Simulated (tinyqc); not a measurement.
MOS inversion layer, Poisson-Schroedinger loop: one step of the calculation.

Electrons confined at an insulator interface at z = 0, treated as a hard wall; parabolic valleys, Hartree approximation, no image or exchange terms. The depletion charge lies far deeper than the electrons and gives a uniform field q Nd/(eps0 eps_r); the gate balances all charge. Energies are counted from the band edge at the interface.

Question. Levels and probability densities. Tridiagonal Hamiltonian with psi = 0 one step beyond both ends: H_ii = C (1/m_(i-1/2) + 1/m_(i+1/2))/hz^2 + V0_i + U_i (+ dE for the set B), H_(i,i+1) = -C/(m_(i+1/2) hz^2), C = hbar^2/(2 m0). The lowest 2 level(s) of each valley set are kept, normalised to hz sum |psi|^2 = 1. The mass is the same on all intervals.

Inputs (values chosen for the exercise); masses and permittivity close to those of silicon (100): mass along z of valley set A (2 valley(s)) mz1 = 0.929 m0; mass along z of valley set B (4 valley(s)) mz2 = 0.193 m0; extra shift of set B (strain) dE = 0 eV; mesh step hz = 1.4 nm.

Constants: q = 1.602176634e-19 C, hbar = 1.054571817e-34 J s, m0 = 9.1093837015e-31 kg, hbar^2/(2 m0) = 0.0380998212 eV nm^2. Results are converted to the units shown.

fixed potential V0, node 1 to 15 (eV): [0.00894112, 0.01788224, 0.02682337, 0.03576449, 0.04470561, 0.05364673, 0.06258786, 0.07152898, 0.08047010, 0.08941122, 0.09835234, 0.10729347, 0.11623459, 0.12517571, 0.13411683]
self-consistent potential U at the start, node 1 to 15 (eV): [0, 0, 0, 0, 0, 0, 0, 0, 0, 0, 0, 0, 0, 0, 0]

Wanted: levels; |psi|^2 of A1; |psi|^2 of A2; |psi|^2 of B1; |psi|^2 of B2.

Answer.

levels (eV): A1 0.027147, A2 0.046489, B1 0.046499, B2 0.080793
|psi|^2 of A1, node 1 to 15 (1/nm): [0.23639, 0.30180, 0.13638, 0.03368, 0.00538, 0.00061, 0.00005, 0.00000, 0.00000, 0.00000, 0.00000, 0.00000, 0.00000, 0.00000, 0.00000]
|psi|^2 of A2, node 1 to 15 (1/nm): [0.18166, 0.00767, 0.13748, 0.23105, 0.11847, 0.03182, 0.00541, 0.00064, 0.00006, 0.00000, 0.00000, 0.00000, 0.00000, 0.00000, 0.00000]
|psi|^2 of B1, node 1 to 15 (1/nm): [0.05845, 0.15476, 0.18769, 0.15089, 0.09136, 0.04439, 0.01798, 0.00622, 0.00188, 0.00050, 0.00012, 0.00003, 0.00000, 0.00000, 0.00000]
|psi|^2 of B2, node 1 to 15 (1/nm): [0.05472, 0.09057, 0.03240, 0.00140, 0.05668, 0.12493, 0.13956, 0.10638, 0.06188, 0.02908, 0.01143, 0.00384, 0.00111, 0.00026, 0.00004]

tinyqc, about 1 s, one thread, Intel Xeon 2.30GHz (shared host): `OMP_NUM_THREADS=1 python tinyqc.py 2160144 2160145 out.jsonl`
